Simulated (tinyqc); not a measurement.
Two-valley model of the transferred-electron effect: one step, computed by the program tinyqc.

Both kinds of valley share one electron temperature T_e, and each has a constant mobility.

Task: Equilibrium. Density-of-states ratio R = Z (m2/m1)^(3/2); n2/n1 = R exp(-dE/(k_B T_e)); mean mobility mu = (mu1 + mu2 n2/n1)/(1 + n2/n1); energy balance e mu F^2 = (3/2) k_B (T_e - T)/tau_E; v = mu F.

Inputs (values chosen for the exercise, modelled on CdTe):
```
quantity                       value        unit
central-valley mass m1         0.092         m_0
satellite-valley mass m2        0.32         m_0
satellite valleys Z                4           -
valley separation dE            0.53          eV
central-valley mobility mu1     1200  cm^2/(V s)
satellite-valley mobility mu2     85  cm^2/(V s)
lattice temperature T            200           K
```

Solver: bisection.

Constants: k_B = 8.617333262e-05 eV/K.

Give: R; n2/n1 without field; low-field mobility.

Result:

R = 25.95

n2/n1 without field = 1.145e-12

low-field mobility = 1200 cm^2/(V s)

dE is 30.8 k_B T, so the satellites are empty without field.
